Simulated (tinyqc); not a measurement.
Velocity overshoot from momentum and energy balance equations after a field step. Changing the field after the step F. Computed by tinyqc, a small Python program. Command: `OMP_NUM_THREADS=1 python tinyqc.py 3021393 3021394 out.jsonl overshoot sweep`. One thread of a shared host (Intel(R) Xeon(R) Processor @ 2.30GHz), about 0.02 s of CPU time with the checks.

At t = 0 the field jumps from 0 to F in a uniform sample. v is the drift velocity and u = w - (3/2) k_B T the excess energy per carrier.

Inputs (values chosen for the exercise, modelled on electrons in germanium except for tau_E):
```
quantity                      value        unit
effective mass m               0.12         m_0
low-field mobility mu_0        3600  cm^2/(V s)
saturation velocity v_s        0.68    1e7 cm/s
energy relaxation time tau_E   0.34          ps
lattice temperature T           300           K
time step dt                     16          fs
```

Scheme: explicit Euler.

Constants: m_0 = 9.1093837015e-31 kg; e = 1.602176634e-19 C; k_B = 8.617333262e-05 eV/K.

Method:
- dv/dt = e F/m - v/tau_m(u), du/dt = e F v - u/tau_E, tau_m(u) = tau_0/(1 + c u), tau_0 = m mu_0/e, c = mu_0/(e tau_E v_s^2); this choice gives the steady state v (1 + mu_0 F v/v_s^2) = mu_0 F, which saturates at v_s. Steady velocity v = 2 mu_0 F/(1 + sqrt(1 + 4 (mu_0 F/v_s)^2)); u = e F v tau_E; carrier temperature T + 2u/(3 k_B), neglecting the drift energy m v^2/2.
- Step: v_new = v + dt (e F/m - v/tau_m(u)), u_new = u + dt (e F v - u/tau_E). Start v = u = 0; the distance adds dt (v + v_new)/2.
- Run to 8 times the larger of tau_E and tau_0, but at most 20001 steps, and stop early if |v| > 1000 v_s or u < -1/(2c); the run is accepted if the last v is within 0.5 % of the steady value.

One run for each value; columns: (1) field after the step F (kV/cm); (2) peak over steady velocity; (3) peak velocity (1e7 cm/s); (4) steady velocity (1e7 cm/s); (5) time of the peak (fs); (6) distance at the peak (nm):
```
(1)     (2)     (3)     (4)   (5)    (6)
0.12  1.000  0.0430  0.0430  2736  10.76
0.17  1.000  0.0607  0.0607  2400  13.16
0.35  1.001  0.1221  0.1219  1520  15.88
0.51  1.004  0.1726  0.1719  1168  16.63
0.74  1.016  0.2383  0.2347   896  16.95
1.10  1.047  0.3272  0.3124   672  16.75
1.50  1.094  0.4108  0.3754   528  15.95
2.20  1.187  0.5317  0.4481   400  15.12
```

Give the missing row, field after the step F (kV/cm) = 0.24.

Computed row; columns: (1) field after the step F (kV/cm); (2) peak over steady velocity; (3) peak velocity (1e7 cm/s); (4) steady velocity (1e7 cm/s); (5) time of the peak (fs); (6) distance at the peak (nm):
```
(1)     (2)     (3)     (4)   (5)    (6)
0.24  1.000  0.0851  0.0850  1952  14.66
```

Interpolating between the two neighbouring rows (the first column on a logarithmic scale, the others too where they are positive) misses most in distance at the peak (nm), by 1.8 %. Over the rows, peak over steady velocity rises from 1.00 to 1.19; peak velocity (1e7 cm/s) rises from 0.0430 to 0.532 (exponent d ln y / d ln x 0.99 between the first rows and 0.67 between the last); steady velocity (1e7 cm/s) rises from 0.0430 to 0.448 (exponent d ln y / d ln x 0.99 between the first rows and 0.46 between the last). At the low end the exponent of steady velocity is 0.99, close to 1: Ohm's law. Overshoot passes 10 % between 1.50 and 2.20 kV/cm; the knee field v_s/mu_0 is 1.89 kV/cm.

Extremes, crossings and ranges named in words are read from the listed rows.
